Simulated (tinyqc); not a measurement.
Inversion-layer mobility, back-scattering and ballistic limit of a field-effect transistor: one step, computed by the program tinyqc. Command: `OMP_NUM_THREADS=1 python tinyqc.py 3004914 3004915 out.jsonl mos walk`. One thread of a shared host (Intel(R) Xeon(R) Processor @ 2.30GHz), about 0.01 s of CPU time with the checks.

The charge at the top of the source barrier is fixed by the gate; series resistance and short-channel effects are left out. F_j are Fermi integrals normalised to exp(eta) in the classical limit.

Question. Back-scattering. F_j(eta) = (1/Gamma(j + 1)) int_0^infinity x^j/(1 + exp(x - eta)) dx, F_0 = ln(1 + exp(eta)). Integrals over x = E/(k_B T) use 160 Gauss-Legendre points in u = sqrt(x) from 0 to sqrt(max(eta, 0) + 32). Ballistic channel: N_2D = g_v m k_B T/(pi hbar^2), U = e V_D/(k_B T); eta_F solves N_inv = (N_2D/2)[F_0(eta_F) + F_0(eta_F - U)]; v_T = sqrt(2 k_B T/(pi m)); I/W = e (N_2D/2) v_T [F_1/2(eta_F) - F_1/2(eta_F - U)]; injection velocity v_T F_1/2(eta_F)/F_0(eta_F). Mean free path lambda = (2 k_B T/e)(mu/v_T) F_0(eta_0)/F_-1/2(eta_0), with eta_0 from N_inv = N_2D F_0(eta_0); critical length l = L (1 + U)^(-a), an empirical rule; back-scattering r = l/(l + lambda). Then eta solves N_inv = (N_2D/2)[(1 + r) F_0(eta) + (1 - r) F_0(eta - U)] and I/W = e (N_2D/2) v_T (1 - r)[F_1/2(eta) - F_1/2(eta - U)]. Ballistic ratio: I over the ballistic current. Apparent mobility 1/(1/mu + 1/mu_B), mu_B = mu L/lambda.

Inputs (values chosen for the exercise, modelled on a silicon n-channel):
```
quantity                           value  unit
transport mass m                    0.19   m_0
valley degeneracy g_v                  2     -
drain voltage V_D                   0.62     V
channel length L                     660    nm
exponent a of the critical length   0.68     -
temperature T                        300     K
```

Statistics at the top of the barrier: Fermi-Dirac.

inversion density N_inv = 3.879497e+12 1/cm^2

effective mobility mu = 375.0030 cm^2/(V s)

Constants: m_0 = 9.1093837015e-31 kg; k_B = 1.380649e-23 J/K; hbar = 1.054571817e-34 J s; k_B = 8.617333262e-05 eV/K; e = 1.602176634e-19 C.

Give: eta_0; mean free path lambda; critical length l; back-scattering coefficient r; current I/W; ballistic ratio; apparent low-field mobility.

Answer.

eta_0 = 0.45347

mean free path lambda = 18.847 nm

critical length l = 73.986 nm

back-scattering coefficient r = 0.79698

current I/W = 100.47 microampere/micrometre

ballistic ratio = 0.10149

apparent low-field mobility = 364.59 cm^2/(V s)

L/lambda = 35.02, but at this drain voltage only the first 74.0 nm can return a carrier to the source, so the device works at 10 % of its ballistic limit.
